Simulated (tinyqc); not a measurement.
# Hot electrons in a saturated n-channel MOSFET, lucky-electron model: what changes with what

Beyond pinch-off the lateral field grows as Esat cosh(y/l) over the velocity-saturated region (pseudo-two-dimensional model). Impact ionisation in this region gives the substrate current, which biases the body forward through Rsub. Currents are per width. Local-field laws: they overstate ionisation when the field peak is narrower than an energy relaxation length.

Values chosen for this exercise; values close to those of silicon n-channel devices: channel length L = 1.2 um; oxide thickness tox = 26 nm; junction depth xj = 500 nm; threshold VT = 0.46 V; effective mobility mu = 310 cm^2/(V s); saturation velocity vs = 7.7e6 cm/s; ionisation prefactor Ai = 2e6 1/cm; ionisation field Bi = 1.69 MV/cm; resistance of the lightly doped drain Rd = 200 ohm um; substrate resistance Rsub = 17000 ohm um; fall of VT per volt of forward body bias kb = 0.22; lifetime exponent m = 2.8; lifetime constant Hl = 8900 s uA/um; drain voltage Vd = 5.5 V; gate voltage Vg = 3.5 V.

Constants: eps0 = 8.8541878128e-14 F/cm where lengths are in cm. Results are converted to the units shown.

Each table varies one quantity; the others keep the values above.

## Effect of the gate voltage

Cox = 3.9 eps0/tox, l = sqrt(3 tox xj), Esat = 2 vs/mu. Overdrive g = Vg - VT + kb Vb; Vdsat = g Esat L/(g + Esat L); Id = Cox vs (g - Vdsat); dV = Vd - Id Rd - Vdsat; Em = sqrt((dV/l)^2 + Esat^2); Isub = Id (Ai/Bi) l Em exp(-Bi/Em). Vb = Rsub Isub is solved self-consistently. Lifetime tau = (Hl/Id)(Isub/Id)^(-m); 1 year = 3.15576e7 s.

Effect of the gate voltage:
```
Vg (V)	Id (uA/um)	Em (MV/cm)	Isub (uA/um)	Isub/Id	tau (years)
0.61	0.3766	0.2756	0.005269	0.01399	116.4
1.22	8.793	0.2493	0.05822	0.006622	40.50
1.83	26.19	0.2273	0.08216	0.003137	110.2
2.44	50.50	0.2087	0.07499	0.001485	463.6
3.05	80.23	0.1928	0.05632	7.019e-4	2379
3.67	114.9	0.1787	0.03755	3.268e-4	1.413e4
4.28	152.6	0.1666	0.02342	1.535e-4	8.824e4
4.89	193.1	0.1560	0.01387	7.182e-5	5.846e5
5.5	236.1	0.1465	0.007902	3.346e-5	4.058e6
```

Read the table: what changes, and by how much?

As Vg goes from 0.61 to 5.5 V, Em falls from 0.276 to 0.147 MV/cm, Isub goes from 0.00527 through a maximum of 0.0822 (at Vg = 1.83 V among the rows listed) to 0.00790 uA/um and tau goes from 116 through a minimum of 40.5 (at Vg = 1.22 V among the rows listed) to 4.06e6 years. Id grows with Vg while the rising Vdsat lowers the field, hence the bell shape; the peak row has Vg/Vd = 0.33. For Vg = 3.05 to 5.5 V tau is a far extrapolation that only says that hot carriers are no limit.

## Effect of the channel length

Same model as above.

Results:
```
L (um)	Id (uA/um)	Em (MV/cm)	Isub (uA/um)	Isub/Id	tau (years)
0.6	157.0	0.2068	0.2139	0.001362	190.0
0.85	130.2	0.1941	0.09789	7.521e-4	1209
1.2	105.0	0.1824	0.04233	4.031e-4	8587
2.4	63.17	0.1630	0.007538	1.193e-4	4.313e5
3.4	47.42	0.1557	0.003335	7.033e-5	2.525e6
4.8	35.15	0.1501	0.001586	4.513e-5	1.180e7
```

Estimate the missing row, L = 1.7 um.

Computed row:
```
L (um)	Id (uA/um)	Em (MV/cm)	Isub (uA/um)	Isub/Id	tau (years)
1.7	82.29	0.1718	0.01767	2.148e-4	6.389e4
```

With this row back in the table: As L goes from 0.6 to 4.8 um, Em falls from 0.207 to 0.150 MV/cm, Isub falls from 0.214 to 0.00159 uA/um and tau rises from 190 to 1.18e7 years. From the first row to the last, log10(tau) changes by 4.8: 4.1 from (Isub/Id)^(-m), which holds Em and l, and 0.65 from 1/Id. At L = 0.6 um the saturated region takes over 60 % of L, so using the full L in Vdsat is rough. For L = 0.85 to 4.8 um tau is a far extrapolation that only says that hot carriers are no limit.

## Effect of the junction depth

Same model as above.

Effect of the junction depth:
```
xj (nm)	Id (uA/um)	Em (MV/cm)	Isub (uA/um)	Isub/Id	tau (years)
200	105.23	0.28175	1.0881	0.010340	0.97158
270	105.09	0.24388	0.43060	0.0040975	12.992
370	105.03	0.20995	0.14155	0.0013477	292.48
500	105.01	0.18238	0.042330	4.0312e-4	8587.3
680	105.00	0.15847	0.010594	1.0090e-4	4.1517e5
920	105.00	0.13858	0.0023327	2.2217e-5	2.8732e7
1200	105.00	0.12369	5.4782e-4	5.2175e-6	1.6604e9
```

What does the comparison show?

As xj goes from 200 to 1200 nm, Em falls from 0.282 to 0.124 MV/cm, Isub falls from 1.09 to 5.48e-4 uA/um and tau rises from 0.972 to 1.66e9 years. From the first row to the last, log10(tau) changes by 9.2: 9.2 from (Isub/Id)^(-m), which holds Em and l, and under 0.005 from 1/Id. For xj = 500 to 1200 nm tau is a far extrapolation that only says that hot carriers are no limit.

Computed by the program tinyqc: `OMP_NUM_THREADS=1 python tinyqc.py 2550031 2550032 out.jsonl`, one thread of a shared Intel Xeon 2.30GHz, about 0.01 s for the whole run.
